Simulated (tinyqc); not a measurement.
Surface photovoltage measurement of the minority-carrier diffusion length in a wafer: one step, computed by the program tinyqc.

Low injection, steady light, a depletion layer much thinner than 1/alpha and L. The excess density dn is taken at the front edge of the neutral region; light that reaches the back is lost.

Task: The linear plot. alpha = (84.732/lambda - 76.417)^2 per cm with lambda in micrometre (an empirical fit for silicon between 0.7 and 1.05 micrometre). Thick wafer: dn = Phi L/((S_f + D/L)(L + 1/alpha)). Finite wafer, with s = S_b L/D, w = W/L, a = alpha L: dn = [Phi a/(a^2 - 1)] [a - B - exp(-alpha W)(a - s)/(cosh w + s sinh w)]/(S_f + B D/L), B = (sinh w + s cosh w)/(cosh w + s sinh w). Readings y = (Phi/dn) (1 + noise x g) at 780, 830, 880, 920, 950, 975 and 995 nm; a least-squares line y = c (1/alpha + L_app) gives L_app = intercept/slope.

Inputs (values chosen for the exercise, modelled on p-type silicon at room temperature):

| quantity | value | unit |
|---|---|---|
| diffusion length L | 120 | micrometre |
| wafer thickness W | 725 | micrometre |
| diffusivity D | 33.7 | cm^2/s |
| front recombination velocity S_f | 570 | cm/s |
| back recombination velocity S_b | 9600 | cm/s |
| photon flux entering | 9.8e+13 | 1/(cm^2 s) |
| relative noise of each reading | 0.5 | % |

normal deviates g for the noise: -1.57  0.08  0.27  0.30  -1.28  -1.72  -1.98

Give: the table «Readings» with the columns 1/alpha (micrometre), y (cm/s), line (cm/s), for lambda (nm) = 780, 830, 880, 920, 950, 975, 995; slope; apparent length L_app; error of L_app (rounded to 0.001).

Result:

Readings:

| lambda (nm) | 1/alpha (micrometre) | y (cm/s) | line (cm/s) |
|---|---|---|---|
| 780 | 9.64 | 3621.0 | 3650.1 |
| 830 | 15.18 | 3807.1 | 3803.0 |
| 880 | 25.33 | 4097.0 | 4083.2 |
| 920 | 40.66 | 4529.8 | 4506.1 |
| 950 | 61.28 | 5070.9 | 5075.1 |
| 975 | 90.92 | 5887.0 | 5893.0 |
| 995 | 130.89 | 6993.7 | 6995.9 |

slope = 27.593 cm/(s micrometre)

apparent length L_app = 122.65 micrometre

error of L_app (rounded to 0.001) = 2.206 %

At W/L = 6.0 the finite thickness shifts L_app by less than 0.05 %. S_f scales all readings alike and leaves L_app unchanged.
